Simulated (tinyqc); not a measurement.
Undoped gate-all-around wire MOSFET, analytic charge model: effect of the wire radius.

An undoped round wire of radius R under an insulator shell and a surrounding gate; long channel, electrons only, n = ni exp((psi - V)/Vt) with V the quasi-Fermi potential (0 at the source, Vd at the drain), constant mobility, no quantisation. The radial Poisson equation gives n(r) = n(0)/(1 - (1 - b) r^2/R^2)^2 with b = Q0/(Q + Q0). Q is the electron charge per area of the wire surface.

ni = sqrt(Nc Nv) exp(-Eg/(2 Vt)), Eg in volts; Cox = eps0 eox/(R ln(1 + tox/R)); Q0 = 4 eps0 eps_r Vt/R; V0 = dphi + Vt ln[8 eps0 eps_r Vt/(q ni R^2)]. Q solves Vg - V0 - V = Q/Cox + Vt ln(Q/Q0) + Vt ln(1 + Q/Q0). I = mu (2 pi R/L)[2 Vt (Qs - Qd) + (Qs^2 - Qd^2)/(2 Cox) + Vt Q0 ln((Qd + Q0)/(Qs + Q0))], with Qs at V = 0 and Qd at V = Vd.  I(low) is taken at Vg = 0.4 V, Qs and I(high) at Vg = 1.15 V.

Parameters, values chosen for the exercise; material values close to those of silicon:
```
symbol,value,unit,meaning
T,300,K,temperature
Eg,1.1,eV,band gap
eps_r,11.6,,relative permittivity of the semiconductor
Nc,2.8e19,cm^-3,conduction-band density of states at T
Nv,2.67e19,cm^-3,valence-band density of states at T
eox,8.62,,relative permittivity of the gate insulator
tox,3.4,nm,insulator thickness
dphi,0.15,V,gate work function less that of the intrinsic body
mu,710,cm^2/(V s),channel mobility
L,0.5,um,gate length
Vd,0.05,V,drain voltage
```

Constants: q = 1.602176634e-19 C, kB = 1.380649e-23 J/K, Vt = kB T/q, eps0 = 8.8541878128e-14 F/cm where lengths are in cm. Results are converted to the units shown.

Result of one run:
```
R (nm),V0 (V),I(low) (nA),Qs(high) (nC/cm^2),I(high) (uA)
2,0.70498,0.0015774,1476.2,1.2406
```

What becomes of these results when the wire radius R is changed from 2 to 15 nm, all else the same?

Result of the changed run:
```
R (nm),V0 (V),I(low) (nA),Qs(high) (nC/cm^2),I(high) (uA)
15,0.60080,0.088685,1020.0,6.4555
```

The whole series:
```
R (nm),V0 (V),I(low) (nA),Qs(high) (nC/cm^2),I(high) (uA)
2,0.70498,0.0015774,1476.2,1.2406
2.8,0.68758,0.0030916,1339.8,1.5781
3.9,0.67045,0.0059978,1236.7,2.0308
5.5,0.65267,0.011928,1155.7,2.6782
7.7,0.63527,0.023377,1096.3,3.5588
11,0.61683,0.047702,1049.8,4.8710
15,0.60080,0.088685,1020.0,6.4555
```

As R goes from 2 to 15 nm, I(low) rises from 0.00158 to 0.0887 nA and I(high) rises from 1.24 to 6.46 uA. On average I(low) goes as R^(2.00) and I(high) goes as R^(0.82). Below threshold the charge is proportional to the cross-section of the body; above it the insulator sets the charge. In every row the surface density at the source at the higher gate voltage passes 0.3 Nc, where Boltzmann statistics fail. For R = 2 to 5.5 nm the body is thin enough for quantum confinement, left out here, to raise the threshold.

Computed by the program tinyqc: `OMP_NUM_THREADS=1 python tinyqc.py 2460111 2460112 out.jsonl`, one thread of a shared Intel Xeon 2.30GHz, about 0.04 s for the whole run.
